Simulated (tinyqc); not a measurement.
## Scale length and length offset from two DIBL values

Inverse problem. DIBL = exp(-Le/(2 l)) + 2 exp(-Le/l) with Le = L - dL. Find l, dL and the drawn length for a DIBL of 100 mV/V.

DIBL at drawn lengths 69 and 97 nm (mV/V): 77.674333  22.185391

Answer. With e = exp(-Le/(2 l)), 2 e^2 + e = DIBL gives e and so Le/l at each length; Le/l is a straight line in L with slope 1/l.

l = 12.0 nm
dL = 4.60 nm
length for 100 mV/V = 63.6 nm

Numbers from tinyqc (`OMP_NUM_THREADS=1 python tinyqc.py 2002033 2002034 out.jsonl`; about 0.01 s on one thread of a shared Intel Xeon 2.30GHz).
